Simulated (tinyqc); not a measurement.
Field dependence: Hall factor, magnetoresistance and optical conductivity for a power-law relaxation time. Computed by tinyqc, a small Python program. Command: `OMP_NUM_THREADS=1 python tinyqc.py 3009325 3009326 out.jsonl magneto walk`. One thread of a shared host (Intel(R) Xeon(R) Processor @ 2.30GHz), about 0.01 s of CPU time with the checks.

One spherical parabolic band, tau(E) = tau_0 x^s with x = E/(k_B T). Landau quantisation is left out.

Inputs (values chosen for the exercise, with a mass close to that of electrons in silicon):
```
quantity                 value  unit
effective mass m          0.26   m_0
exponent s                 1.5     -
tau_0                      940    fs
reduced Fermi level eta     11     -
temperature T              150     K
```

Constants: m_0 = 9.1093837015e-31 kg; k_B = 1.380649e-23 J/K; hbar = 1.054571817e-34 J s; e = 1.602176634e-19 C.

Method:
- <y> = int y x^(3/2) f (1 - f) dx / int x^(3/2) f (1 - f) dx, f = 1/(1 + exp(x - eta)).
- Integrals over x = E/(k_B T) use 160 Gauss-Legendre points in u = sqrt(x) from 0 to sqrt(max(eta, 0) + 45).
- n = (2 m k_B T)^(3/2)/(3 pi^2 hbar^3) int x^(3/2) f (1 - f) dx; moments in units of tau_0.
- mu = e <tau>/m; weak field r_H = <tau^2>/<tau>^2 and MR = c (mu B)^2, c = <tau^3>/<tau>^3 - r_H^2; strong field r_H = 1 and MR = <tau> <1/tau> - 1.
- With w_c = e B/m: sigma_xx = (n e^2/m) <tau/(1 + w_c^2 tau^2)>, sigma_xy = (n e^2/m) <w_c tau^2/(1 + w_c^2 tau^2)>; r_H = (n e/B) sigma_xy/(sigma_xx^2 + sigma_xy^2); MR = sigma_0 sigma_xx/(sigma_xx^2 + sigma_xy^2) - 1, sigma_0 = n e^2 <tau>/m.

drift mobility mu = 248358 cm^2/(V s)

saturation MR = 5.96591 %

Against the field:
```
B (T)         mu B     r_H      MR (%)
0.0012  2.9803e-02  1.0551  5.3751e-03
0.004   9.9343e-02  1.0544  5.8775e-02
0.012   2.9803e-01  1.0494  4.6782e-01
0.024   5.9606e-01  1.0389  1.3965e+00
0.04    9.9343e-01  1.0272  2.5472e+00
0.081   2.0117e+00  1.0122  4.2411e+00
0.16    3.9737e+00  1.0042  5.2931e+00
0.4     9.9343e+00  1.0008  5.8182e+00
1.6     3.9737e+01  1.0001  5.9522e+00
```

What follows from these numbers?

r_H falls from 1.055 to 1.000, so a strong-field measurement gives n directly; half of the fall is done between 0.596 and 0.993 in mu B. MR starts as B^1.99 and reaches 100 % of its saturation value in the last row. It arises only because carriers of different energy have different Hall angles, which one Hall field cannot cancel.

Extremes, crossings and ranges named in words are read from the listed rows.
